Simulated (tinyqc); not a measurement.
Lifetime from the low-frequency admittance.

Inverse problem. At low frequency a p+-n diode with a base of width wb has C_diff/G = (tau/2)(1 - 2 x/sinh 2x), x = wb/sqrt(Dp tau). Find tau, x and the limit of C_diff/G for infinite lifetime, wb^2/(3 Dp).

Values chosen for this exercise:

| symbol | value | unit | meaning |
|---|---|---|---|
| Dp | 10 | cm^2/s | hole diffusion coefficient |
| wb | 28 | um | width of the neutral base |

G = 1.0951946 S/cm^2
C_diff = 0.12232536 uF/cm^2

Answer. The ratio rises steadily with tau from tau/2 (long base) towards wb^2/(3 Dp) (short base), so one lifetime matches as long as the ratio is below that limit.

tau = 3.00e-7 s
x = 1.62
limit of C_diff/G = 2.61e-7 s

Computed by the program tinyqc: `OMP_NUM_THREADS=1 python tinyqc.py 2890229 2890230 out.jsonl`, one thread of a shared Intel Xeon 2.30GHz, about 0.01 s for the whole run.
